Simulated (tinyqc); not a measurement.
# p-n heterojunction, non-linear Poisson equation by Newton steps, Boltzmann statistics, step by step

Numbers from tinyqc (`OMP_NUM_THREADS=1 python tinyqc.py 2040023 2040024 out.jsonl`; about 0.02 s on one thread of a shared Intel Xeon 2.30GHz). Printed values are rounded; ~0 in a residual or rate marks an entry under 1e-11 of the largest of its column.

One dimension, material 1 (p-type) at x < 0 and material 2 (n-type) at x > 0. Band edges: Ec = -psi in material 1 and -psi + dEc in material 2, Ev = Ec - Eg. Flat quasi-Fermi levels: 0 for holes, +V for electrons. n = Nc F((EFn - Ec)/Vt), p = Nv F((Ev - EFp)/Vt), with F(eta) = exp(eta) (Boltzmann statistics); full ionisation, no interface charge, classical densities; the doping types are chosen for the exercise.

Inputs (values chosen for the exercise); band and dielectric values those of a made-up pair:
```
symbol,value,unit,meaning
T,300,K,temperature
Eg1,2.06,eV,band gap of material 1
er1,10.3,,relative permittivity of material 1
Nc1,7.14e17,cm^-3,conduction-band density of states of material 1
Nv1,1.24e19,cm^-3,valence-band density of states of material 1
Eg2,1.61,eV,band gap of material 2
er2,13.9,,relative permittivity of material 2
Nc2,4.88e17,cm^-3,conduction-band density of states of material 2
Nv2,1.02e19,cm^-3,valence-band density of states of material 2
dEc,-0.28,eV,conduction-band offset Ec2 - Ec1
N1,8.6e15,cm^-3,acceptor density of material 1
N2,2.1e16,cm^-3,donor density of material 2
V,-1,V,bias of side 1 against side 2
```

Constants: q = 1.602176634e-19 C, kB = 1.380649e-23 J/K, Vt = kB T/q, eps0 = 8.8541878128e-14 F/cm where lengths are in cm. Results are converted to the units shown.

## Offsets and end potentials

dEv = Ev1 - Ev2 = Eg2 - Eg1 - dEc. Neutrality of the majority carriers far from the junction: Nv1 F((-psi_L - Eg1)/Vt) = N1 and Nc2 F((V + psi_R - dEc)/Vt) = N2. Total bending psi_R - psi_L.

dEv = -0.17 eV
psi_L = -1.871961 V
psi_R = 0.6386750 V
psi_R - psi_L = 2.510636 V

The alignment is straddling (type I): dEc and dEv have the same sign.

## Permittivity of the intervals

x, node 0 to 11 (nm): -1040  -730  -496  -323  -194  -97.8  -26.5  26.5  99.5  200  338  529

er1 or er2; the interface lies midway in its interval, which gets the series value 2 er1 er2/(er1 + er2).

eps_r, interval 0 to 10: 10.3  10.3  10.3  10.3  10.3  10.3  11.83223  13.9  13.9  13.9  13.9

## Couplings between neighbouring nodes

a_i = eps0 eps_r/h_i for the interval from node i to i + 1, with h_i = x_(i+1) - x_i in cm.

coupling a_i, interval 0 to 10 (F/cm^2): 2.941875e-8  3.897356e-8  5.271568e-8  7.069623e-8  9.480056e-8  1.279076e-7  1.976694e-7  1.685934e-7  1.224609e-7  8.918349e-8  6.443624e-8

## Starting potential

material, node 0 to 11: 1  1  1  1  1  1  1  2  2  2  2  2

psi_L on the nodes of material 1 and psi_R on those of material 2.

psi at the start, node 0 to 11 (V): -1.871961  -1.871961  -1.871961  -1.871961  -1.871961  -1.871961  -1.871961  0.638675  0.638675  0.638675  0.638675  0.638675

## Iteration 1: densities, residual and Jacobian diagonal

n_i = Nc F(a_n), a_n = (V - Ec_i)/Vt; p_i = Nv F(a_p), a_p = (Ec_i - Eg)/Vt; rho_i = p_i - n_i + C_i with C = -N1 or +N2; g_i = (n_i + p_i)/Vt. Box widths w_i = (h_(i-1) + h_i)/2 in cm. Residual F_i = a_i (psi_(i+1) - psi_i) - a_(i-1) (psi_i - psi_(i-1)) + q rho_i w_i; Jacobian: a_(i-1) and a_i beside the diagonal, b_i = -a_(i-1) - a_i - q g_i w_i on it. The two end nodes are fixed.

```
node	n (cm^-3)	p (cm^-3)
0	4.044678e-31	8.6e15
1	4.044678e-31	8.6e15
2	4.044678e-31	8.6e15
3	4.044678e-31	8.6e15
4	4.044678e-31	8.6e15
5	4.044678e-31	8.6e15
6	4.044678e-31	8.6e15
7	2.1e16	3.378551e-24
8	2.1e16	3.378551e-24
9	2.1e16	3.378551e-24
10	2.1e16	3.378551e-24
11	2.1e16	3.378551e-24
```

```
node	residual F (C/cm^2)	diagonal b (F/cm^2)
1	~0	-1.518111e-6
2	~0	-1.176313e-6
3	~0	-9.282187e-7
4	~0	-7.656375e-7
5	~0	-6.690828e-7
6	4.962759e-7	-6.568270e-7
7	-4.962759e-7	-1.186192e-6
8	~0	-1.420083e-6
9	~0	-1.763652e-6
10	~0	-2.294545e-6
```

## Iteration 1: Newton step

Solve the tridiagonal system a_(i-1) d_(i-1) + b_i d_i + a_i d_(i+1) = -F_i for nodes 1 to 10, with d = 0 on fixed nodes. Half of the step is added while the largest |d| exceeds 1.5 Vt, the full step after that.

Newton step d, before damping, node 1 to 10 (V): 0.0000015  0.0000572  0.0012762  0.0167132  0.1340294  0.6887184  -0.3088510  -0.0368884  -0.0025664  -0.0000998
psi after iteration 1, node 0 to 11 (V): -1.871961  -1.871960  -1.871932  -1.871322  -1.863604  -1.804946  -1.527601  0.484249  0.620231  0.637392  0.638625  0.638675

## Iteration 2: densities, residual and Jacobian diagonal

As before.

```
node	n (cm^-3)	p (cm^-3)
0	4.044678e-31	8.6e15
1	4.044793e-31	8.599756e15
2	4.049158e-31	8.590484e15
3	4.145753e-31	8.390328e15
4	5.588162e-31	6.224628e15
5	5.403576e-30	6.437261e14
6	2.465269e-25	1.410971e10
7	5.345460e13	1.327287e-21
8	1.028894e16	6.895711e-24
9	1.998307e16	3.550483e-24
10	2.095952e16	3.385075e-24
11	2.1e16	3.378551e-24
```

```
node	residual F (C/cm^2)	diagonal b (F/cm^2)
1	1.513666e-17	-1.518069e-6
2	1.717656e-14	-1.175113e-6
3	6.285938e-12	-9.085972e-7
4	7.298561e-10	-5.998750e-7
5	1.923775e-8	-2.561202e-7
6	3.536435e-7	-3.255776e-7
7	-3.536130e-7	-3.683500e-7
8	-5.936837e-9	-8.442216e-7
9	-4.861948e-11	-1.688496e-6
10	-1.029367e-13	-2.290418e-6
```

## Iteration 2: Newton step

As before.

Newton step d, before damping, node 1 to 10 (V): 0.000010  0.000374  0.008330  0.106693  0.661220  1.094535  -0.414139  -0.090697  -0.006620  -0.000258
psi after iteration 2, node 0 to 11 (V): -1.871961  -1.871955  -1.871745  -1.867157  -1.810257  -1.474336  -0.980334  0.277180  0.574882  0.634082  0.638496  0.638675

## Course of the Newton iteration

Stop when the largest undamped |d| is below 1e-9 V, or after 80 iterations.

Course of the iteration:
```
iteration	largest |F| (C/cm^2)	largest |d| (V)	at node
1	4.96e-7	0.689	6
2	3.54e-7	1.09	6
3	1.77e-7	0.693	6
4	8.86e-8	0.435	5
5	4.43e-8	0.248	5
6	2.21e-8	0.172	4
7	1.11e-8	0.107	4
8	5.54e-9	0.0550	4
9	2.77e-9	0.0277	4
10	4.53e-11	6.82e-5	2
11	5.60e-14	8.32e-8	2
12	8.31e-20	1.23e-13	2
```

Converged in 12 iterations. Once the step is below 0.1 Vt, 2 more iteration(s) reach the threshold: near the solution the error is roughly squared each time.

## Band edges, densities and displacement

converged psi, node 0 to 11 (V): -1.871961  -1.871588  -1.857531  -1.619620  -1.147935  -0.632525  -0.160303  0.188584  0.471914  0.624011  0.638099  0.638675

Ec, Ev, n and p as defined; D = a_k (psi_(k+1) - psi_k) on the interval that holds the interface.

```
node	Ec (eV)	Ev (eV)	n (cm^-3)	p (cm^-3)
0	1.871961	-0.188039	4.044678e-31	8.6e15
1	1.871588	-0.188412	4.103460e-31	8.476806e15
2	1.857531	-0.202469	7.067949e-31	4.921404e15
3	1.619620	-0.440380	7.014936e-27	4.958596e11
4	1.147935	-0.912065	5.888081e-19	5907.567
5	0.632525	-1.427475	2.682130e-10	1.296888e-5
6	0.160303	-1.899697	0.02298607	1.513275e-13
7	-0.468584	-2.078584	5.767974e8	1.230060e-16
8	-0.751914	-2.361914	3.317037e13	2.138944e-21
9	-0.904011	-2.514011	1.190885e16	5.957716e-24
10	-0.918099	-2.528099	2.053735e16	3.454660e-24
11	-0.918675	-2.528675	2.1e16	3.378551e-24
```

D = 68.96430 nC/cm^2

## Check against the first integral

Exact first integral: on each side D^2/(2 eps0 er) = G, G = q [Vt (nI_j - nI_b) + Vt (pI_j - pI_b) - C (psi_j - psi_b)], with C = -N1 or +N2, b the neutral end of that side, and nI, pI the densities themselves. D is continuous, so er1 G1(psi_j) = er2 G2(psi_j) fixes psi_j. Ends from Nv1 F((-psi_L - Eg1)/Vt) = N1 and Nc2 F((V + psi_R - dEc)/Vt) = N2. D is counted positive when psi rises towards material 2.

psi_j = 0.04035619 V
D = 68.85520 nC/cm^2
psi_j - psi_L = 1.912317 V
psi_R - psi_j = 0.5983188 V
Ec1 - EFn at the interface = 0.9596438 eV
Ec2 - EFn at the interface = 0.6796438 eV

Material 1 takes 76.2 % of the bending. The 12-node mesh gave D = 68.96 nC/cm^2, 0.16 % above the exact value in size.
